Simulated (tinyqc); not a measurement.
## Energy and delay of logic against supply voltage: optimum supplies against the temperature

One expression serves below and above threshold: I(Vg) = Ik [ln(1 + exp((Vg - VT + dd V)/(al nf Vt)))]^al, with I_on = I(V) and I_off = I(0). Gate delay td = kd C V/I_on, clock period LD td. Per gate and cycle the switching energy is act C V^2 and the leakage energy I_off V LD td. No short-circuit current, no variation. Minima are sought above 0.09 V; below a few Vt gates no longer switch and the model has no meaning.

V_min minimises the energy and V_EDP the product of energy and td. VT, Ik and nf are held fixed.

Values chosen for this exercise; values of the order met in logic technologies:
- VT = 0.4 V (threshold voltage at zero drain bias)
- nf = 1.13 (slope factor)
- dd = 0.1 (barrier lowering per volt of supply)
- Ik = 0.38 uA (specific current of a gate)
- al = 1.78 (exponent of the current law)
- C = 3.9 fF (load capacitance of a gate)
- kd = 0.6 (delay factor)
- LD = 30 (logic depth)
- act = 0.01 (activity factor)

Constants: q = 1.602176634e-19 C, kB = 1.380649e-23 J/K, Vt = kB T/q. Results are converted to the units shown.

Optimum supplies against the temperature:
```
T (K),V_min (V),energy at V_min (aJ),leakage share (%),clock at V_min (MHz),V_EDP (V),clock at V_EDP (GHz)
220,0.1865,1.763,23.05,0.003241,0.8942,0.7780
250,0.2120,2.284,23.23,0.02653,0.8942,0.6197
280,0.2377,2.886,23.66,0.1344,0.8942,0.5065
310,0.2635,3.587,24.47,0.4800,0.8942,0.4226
340,0.2898,4.415,25.81,1.311,0.8945,0.3587
370,0.3166,5.412,27.75,2.900,0.8955,0.3093
400,0.3441,6.629,30.33,5.430,0.8980,0.2708
```

As T goes from 220 to 400, V_min rises from 0.187 to 0.344 V, the energy there rises from 1.76 to 6.63 aJ, the clock there rises from 0.00324 to 5.43 MHz and V_EDP stays near 0.895 V.

tinyqc, about 0.01 s, one thread, Intel Xeon 2.30GHz (shared host): `OMP_NUM_THREADS=1 python tinyqc.py 2082096 2082097 out.jsonl`
